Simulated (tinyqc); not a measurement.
Deformation-potential model of the X valleys of a conduction band: one step. Valley shifts.

Valleys with axes along x, y and z, one whole valley each. Herring-Vogt shift of a valley with unit axis a: dE = Xd tr(e) + Xu a.e.a. Non-degenerate shares n_i = exp(-dE_i/kT)/sum_j exp(-dE_j/kT). Inverse mass tensor of a valley: (1 - a a)/mt + a a/ml; the masses are taken as independent of strain.

Inputs chosen for the exercise (out of a larger set: near those of GaP; not measured data): Xd = 1.56 eV (dilation potential); Xu = 6.54 eV (uniaxial potential).

strain tensor:
```
            x           y           z
x  0.00228529  0.00439716  0.00439716
y  0.00439716  0.00228529  0.00439716
z  0.00439716  0.00439716  0.00228529
```

Problem. Apply the Herring-Vogt formula to each valley.

Give: Xd tr(e); a.e.a; shifts dE.

Solution.

Xd tr(e) = 10.70 meV

a.e.a: x 0.002285, y 0.002285, z 0.002285

shifts dE (meV): x 25.64, y 25.64, z 25.64

All valleys shift alike: this load keeps them equivalent by symmetry.

Program tinyqc; command `OMP_NUM_THREADS=1 python tinyqc.py 1080408 1080409 out.jsonl`; about 0.01 s on one thread of a shared Intel(R) Xeon(R) Processor @ 2.30GHz.
